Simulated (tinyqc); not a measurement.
Range and order of the fit: effective mass of the heavy-hole band from tabulated energies.

c = hbar^2/2m0.
Constants: hbar^2/2m0 = 3.80998211 eV angstrom^2.

Energies along [110], from the band edge downward:

| k (1/angstrom) | E (meV) |
|---|---|
| 0.000000 | 0.00000 |
| 0.011000 | 1.22730 |
| 0.022000 | 4.84800 |
| 0.033000 | 10.68090 |
| 0.044000 | 18.43160 |
| 0.055000 | 27.71240 |
| 0.066000 | 38.08090 |
| 0.077000 | 49.09600 |
| 0.088000 | 60.37990 |

reference mass (curvature of the model at k = 0.0001 1/angstrom) = 0.374083 m0

Least-squares fits of E = a k^2 (+ b k^4 + d k^6) over points 1 to n, and the line y = c k^2/E against E; errors of m against the reference.

Results:

| n | E at point n (meV) | one term (%) | two terms (%) | three terms (%) | line (%) | rms residual, one term (meV) |
|---|---|---|---|---|---|---|
| 3 | 10.7 | 3.45 | 0.01 | 0.00 | -0.05 | 0.057 |
| 4 | 18.4 | 5.98 | 0.05 | 0.00 | -0.13 | 0.173 |
| 5 | 27.7 | 9.24 | 0.16 | -0.02 | -0.29 | 0.397 |
| 6 | 38.1 | 13.26 | 0.41 | -0.06 | -0.55 | 0.769 |
| 7 | 49.1 | 18.06 | 0.87 | -0.12 | -0.92 | 1.321 |
| 8 | 60.4 | 23.61 | 1.65 | -0.20 | -1.44 | 2.069 |

What can be read from this table?

The error of the parabola goes from +3.45 to +23.61 % as the range widens, and at n = 8 its residual, 2.07 meV, is only 3.4 % of the top energy: a small residual does not vouch for the mass. Over the full range (n = 8) the best form is three terms (0.20 %); the line errs by -0.05 % at n = 3 and -1.44 % at n = 8. Without scatter, a narrower range or a second term is the cure: at n = 8 the errors are +23.61, +1.65 and -0.20 % for one, two and three terms. Three terms on three points interpolate exactly.

tinyqc: `OMP_NUM_THREADS=1 python tinyqc.py 1880760 1880761 out.jsonl`; about 0.01 s, one thread, shared Intel(R) Xeon(R) Processor @ 2.30GHz.
